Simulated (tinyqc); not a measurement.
What each parameter does: two-band massive Dirac model of the K valleys.

Basis (conduction, valence): H = [[D/2, a t (tau kx - i ky)], [a t (tau kx + i ky), -D/2 + lam tau sz]], valley tau = +/-1, spin sz = +/-1. The gap of a spin and valley is G = D - lam tau sz. Berry curvature Omega = curl of i<u|grad u>; for the conduction band Omega_c = -tau 2 a^2 t^2 G/(G^2 + 4 a^2 t^2 k^2)^(3/2), and Omega_v = -Omega_c.

Constants: hbar^2/2m0 = 3.80998211 eV angstrom^2.

Inputs chosen for the exercise (near those used for monolayer MoS2; shifted at random, so the results belong to these values and not to a real crystal):

| symbol | value | unit | meaning |
|---|---|---|---|
| a | 3.203 | angstrom | lattice constant |
| D | 1.62 | eV | gap parameter |
| t | 1.14 | eV | effective hopping |
| lam | 0.069 | eV | half the valence spin splitting |

Flavour tau = sz = +1 at k = 0: gap G, mass c G/(a t)^2 with c = hbar^2/2m0, Omega_c, and the B - A splitting 2 lam.

One parameter was then changed.

Results before and after:

| case | G (eV) | mass (m0) | Omega_c (angstrom^2) | B - A (eV) |
|---|---|---|---|---|
| base | 1.5510 | 0.4432 | -11.085 | 0.1380 |
| changed | 1.5510 | 0.3663 | -13.413 | 0.1380 |

Which of these changes was made? (a) lam = 0.1035 eV; (b) D = 1.782 eV; (c) t = 1.254 eV; (d) a = 3.2671 angstrom.

Answer: (c) t = 1.254 eV. Of the candidates, run in turn, only this one gives the changed row.

All candidates:

| case | G (eV) | mass (m0) | Omega_c (angstrom^2) | B - A (eV) |
|---|---|---|---|---|
| base | 1.5510 | 0.4432 | -11.085 | 0.1380 |
| a = 3.2671 angstrom | 1.5510 | 0.4260 | -11.533 | 0.1380 |
| D = 1.782 eV | 1.7130 | 0.4895 | -9.087 | 0.1380 |
| t = 1.254 eV | 1.5510 | 0.3663 | -13.413 | 0.1380 |
| lam = 0.1035 eV | 1.5165 | 0.4334 | -11.595 | 0.2070 |

The mass goes as G/(a t)^2 and the curvature as (a t)^2/G^2, so their product is -2c/G.

Program tinyqc; command `OMP_NUM_THREADS=1 python tinyqc.py 1452675 1452676 out.jsonl`; about 0.01 s on one thread of a shared Intel(R) Xeon(R) Processor @ 2.30GHz.
